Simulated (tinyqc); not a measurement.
Stretching all distances: RHF, UHF, MP2, CISD and CCSD against full CI in the 3-21g basis, for H2, spin multiplicity 1. Computed by the program tinyqc with PySCF. All coordinates are multiplied by the scale. c0^2 is the weight of the RHF determinant in the lowest singlet FCI state (UHF is spin-contaminated and may lie near states of higher spin) and n(LUMO) the first natural occupation beyond the occupied space.

Geometry (angstrom):

| atom | x | y | z |
|---|---|---|---|
| H | 0.0000 | 0.0000 | 0.0000 |
| H | 0.0000 | 0.0000 | 0.6850 |

Full CI energy (hartree) and errors against it (kcal/mol):

| scale | distance 1-2 (angstrom) | E(FCI) | RHF | UHF | MP2 | CISD | CCSD | <S^2> UHF | c0^2 | n(LUMO) |
|---|---|---|---|---|---|---|---|---|---|---|
| 0.9400 | 0.6439 | -1.138500 | 14.4362 | 14.4362 | 4.1285 | 0.0000 | 0.0000 | 0.0000 | 0.9885 | 0.0173 |
| 1.1600 | 0.7946 | -1.146687 | 16.3546 | 16.3546 | 5.1617 | 0.0000 | 0.0000 | 0.0000 | 0.9835 | 0.0286 |
| 1.3800 | 0.9453 | -1.131187 | 18.8772 | 18.8772 | 6.6533 | 0.0000 | 0.0000 | 0.0000 | 0.9754 | 0.0459 |
| 1.6000 | 1.0960 | -1.108324 | 22.2644 | 22.2644 | 8.7346 | 0.0000 | 0.0000 | 0.0000 | 0.9630 | 0.0713 |
| 1.8200 | 1.2467 | -1.084836 | 26.6656 | 25.9070 | 11.4743 | 0.0000 | 0.0000 | 0.1683 | 0.9452 | 0.1070 |
| 2.2700 | 1.5550 | -1.044218 | 39.1211 | 20.6471 | 19.2235 | 0.0000 | 0.0000 | 0.6651 | 0.8877 | 0.2208 |
| 2.4900 | 1.7057 | -1.029451 | 46.8522 | 15.9224 | 23.9436 | 0.0000 | 0.0000 | 0.7854 | 0.8493 | 0.2965 |
| 2.7100 | 1.8563 | -1.018096 | 55.4501 | 11.5836 | 29.0223 | 0.0000 | 0.0000 | 0.8627 | 0.8062 | 0.3814 |

Estimate the missing row, scale = 2.05.

Computed row:
```
scale   distance 1-2 (angstrom)     E(FCI)      RHF      UHF      MP2    CISD    CCSD  <S^2> UHF    c0^2  n(LUMO)
2.0500                   1.4042  -1.062459  32.4438  24.6827  15.0796  0.0000  0.0000     0.4776  0.9196   0.1579
```

UHF parts from RHF first at scale 1.82 of those listed, where <S^2> leaves zero. The weight c0^2 goes from 0.99 to 0.81 and n(LUMO) from 0.02 to 0.38: static correlation grows as the bonds break into open-shell fragments. The spread of the error along the curve, which distorts its shape, is CISD 0.0, CCSD 0.0, UHF 14.3, MP2 24.9, RHF 41.0 kcal/mol. With two electrons CISD and CCSD are exact.
